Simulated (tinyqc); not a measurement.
Quantum-confined Stark effect in a modulator well: one step. Estimate for hard walls. Five cases, with inputs chosen for the exercise.

Problem. Second order: each level moves by -C m (e F)^2 L^4/(2c), C = (15/pi^2 - 1)/(24 pi^2), c = hbar^2/2m0, 1 kV/cm = 1e-5 eV/angstrom. It holds while e F L is no more than about twice 3 c pi^2/(m L^2).

Constants: hbar^2/2m0 = 3.80998211 eV angstrom^2.

Give: Estimate.

Case 1.

Values chosen (near those of a Ge well in SiGe, direct gap; the results hold for these values, not for the real material): L = 106 angstrom (well width); me = 0.0422 m0 (electron, well); mh = 0.2 m0 (heavy hole along z, well); F = 39 kV/cm (field).

Solution.

Estimate:
```
carrier     shift (meV)  e F L over the level spacing
electron          -0.23                          0.17
heavy hole        -1.11                          0.82
```

The hole, 4.7 times heavier, carries 83 % of the estimated shift; for hard walls second order errs by about 2 % at a ratio of 1 and 13 % at 3.

Case 2.

Values chosen (near those of an InGaAs well in InAlAs; the results hold for these values, not for the real material): L = 134 angstrom (well width); me = 0.0414 m0 (electron, well); mh = 0.362 m0 (heavy hole along z, well); F = 75 kV/cm (field).

Solution.

Estimate:
```
carrier     shift (meV)  e F L over the level spacing
electron          -2.16                          0.66
heavy hole       -18.91                          5.79
```

The hole, 8.7 times heavier, carries 90 % of the estimated shift; for it the ratio exceeds 3, so second order overstates its shift, by 13 % at a ratio of 3 and 60 % at 8.

Case 3.

Values chosen (near those of an InGaAs well in InAlAs; the results hold for these values, not for the real material): L = 132 angstrom (well width); me = 0.043 m0 (electron, well); mh = 0.376 m0 (heavy hole along z, well); F = 60 kV/cm (field).

Solution.

Estimate:
```
carrier     shift (meV)  e F L over the level spacing
electron          -1.35                          0.53
heavy hole       -11.84                          4.60
```

The hole, 8.7 times heavier, carries 90 % of the estimated shift; for it the ratio exceeds 3, so second order overstates its shift, by 13 % at a ratio of 3 and 60 % at 8.

Case 4.

Values chosen (near those of a GaAs well in AlGaAs; the results hold for these values, not for the real material): L = 96 angstrom (well width); me = 0.0669 m0 (electron, well); mh = 0.35 m0 (heavy hole along z, well); F = 71 kV/cm (field).

Solution.

Estimate:
```
carrier     shift (meV)  e F L over the level spacing
electron          -0.82                          0.37
heavy hole        -4.32                          1.95
```

The hole, 5.2 times heavier, carries 84 % of the estimated shift; for hard walls second order errs by about 2 % at a ratio of 1 and 13 % at 3.

Case 5.

Values chosen (near those of an InGaAsP well in InP; the results hold for these values, not for the real material): L = 62 angstrom (well width); me = 0.0485 m0 (electron, well); mh = 0.343 m0 (heavy hole along z, well); F = 77 kV/cm (field).

Solution.

Estimate:
```
carrier     shift (meV)  e F L over the level spacing
electron          -0.12                          0.08
heavy hole        -0.87                          0.56
```

The hole, 7.1 times heavier, carries 88 % of the estimated shift; for hard walls second order errs by about 2 % at a ratio of 1 and 13 % at 3.

Computed by tinyqc, one run a case: `OMP_NUM_THREADS=1 python tinyqc.py N N+1 out.jsonl` with N = 1281333, 1281476, 1281482, 1281595, 1282134; one thread of a shared Intel(R) Xeon(R) Processor @ 2.30GHz, about 0.2 s a run at most.
